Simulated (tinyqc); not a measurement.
From results back to parameters: BHZ model on a square lattice (one spin block). Three cases, with inputs chosen for the exercise.

Problem. Near Gamma E = -D k^2 -/+ sqrt(A^2 k^2 + (M - B k^2)^2), so the curvature of the upper band, E = |M| + c+ k^2, is c+ = -D + A^2/(2|M|) - B sign(M), and of the lower one c- = -D - A^2/(2|M|) + B sign(M). M and A are given; c+ and c- come from hidden B and D.

Find: D, B; order of the bands.

Method. The mean of the curvatures is -D; half their difference is A^2/(2|M|) - B sign(M). The bands are inverted where M/B > 0.

Case 1.

Values chosen (out of a larger set: of the size used for thin Bi2Se3 films; not measured data): A = 2.64 eV angstrom; M = -0.0774 eV (mass term).

c+, c- (eV angstrom^2): 31.123  -20.723

Solution.

D, B (eV angstrom^2): -5.2  -19.1

order of the bands: inverted

Case 2.

Values chosen (out of a larger set: of the size used for HgTe wells; not measured data): A = 3.83 eV angstrom; M = -0.0063 eV (mass term).

c+, c- (eV angstrom^2): 1146.298  -1033.898

Solution.

D, B (eV angstrom^2): -56.2  -74.1

order of the bands: inverted

Case 3.

Values chosen (out of a larger set: of the size used for InAs / GaSb double wells; not measured data): A = 0.65 eV angstrom; M = 0.0157 eV (mass term).

c+, c- (eV angstrom^2): 119.255  -77.055

Solution.

D, B (eV angstrom^2): -21.1  -84.7

order of the bands: normal

Computed by tinyqc, one run a case: `OMP_NUM_THREADS=1 python tinyqc.py N N+1 out.jsonl` with N = 1451071, 1451087, 1451126; one thread of a shared Intel(R) Xeon(R) Processor @ 2.30GHz, about 0.2 s a run at most.
